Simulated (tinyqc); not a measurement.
Boltzmann transport in a parabolic band with a power-law relaxation time: one step. Mobility, conductivity and figure of merit. Two cases, with inputs chosen for the exercise.

Task: mu = <tau>/(mc m0/e) with m0/e = 5.685630e-12 kg/C; sigma = e n mu, e = 1.602176634e-19 C; Hall mobility rH mu; power factor S^2 sigma; ZT = S^2 sigma T/(kL + L sigma T), all in SI units.

Case 1.

Values chosen (masses near those of Si; tau0 is set for a mobility of the usual size at this n, kL is a free input; freeze-out and phonon drag, which matter near 77 K, are left out; shifted at random, so the results belong to these values and not to a real crystal):
- tau0 = 640 fs (tau at E = kT)
- mc = 0.2595 m0 (conductivity mass)
- n = 1.4e+16 1/cm^3 (electron density)
- T = 77 K
- kL = 9 W/(m K) (lattice thermal conductivity)

<tau>/tau0 = 0.75182
rH = 1.17782
S = -650.177 microvolt/K
L = 1.48589 1e-8 W ohm/K^2

Case 2.

Values chosen (masses near those of Si; tau0 is set for a mobility of the usual size at this n, kL is a free input; freeze-out and phonon drag, which matter near 77 K, are left out; shifted at random, so the results belong to these values and not to a real crystal):
- tau0 = 20 fs (tau at E = kT)
- mc = 0.2559 m0 (conductivity mass)
- n = 1.3e+19 1/cm^3 (electron density)
- T = 77 K
- kL = 69 W/(m K) (lattice thermal conductivity)

<tau>/tau0 = 1.96372
rH = 1.04447
S = -157.816 microvolt/K
L = 2.26218 1e-8 W ohm/K^2

Give: mu; Hall mobility; sigma; power factor; electronic thermal conductivity; ZT.

Result:

Case 1.

mu = 3.26e+03 cm^2/(V s)
Hall mobility = 3.84e+03 cm^2/(V s)
sigma = 7.32 S/cm
power factor = 0.309 mW/(m K^2)
electronic thermal conductivity = 0.000837 W/(m K)
ZT = 0.0026

A Hall measurement read with rH = 1 would give a density of 1.19e+16 1/cm^3. Electrons carry 0.0093 % of the heat. kL is far below that of crystalline Si, so ZT is too high for it.

Case 2.

mu = 270 cm^2/(V s)
Hall mobility = 282 cm^2/(V s)
sigma = 562 S/cm
power factor = 1.40 mW/(m K^2)
electronic thermal conductivity = 0.0979 W/(m K)
ZT = 0.0016

A Hall measurement read with rH = 1 would give a density of 1.24e+19 1/cm^3. Electrons carry 0.14 % of the heat.

Computed by tinyqc, one run a case: `OMP_NUM_THREADS=1 python tinyqc.py N N+1 out.jsonl` with N = 1680701, 1680737; one thread of a shared Intel(R) Xeon(R) Processor @ 2.30GHz, about 0.01 s a run at most.
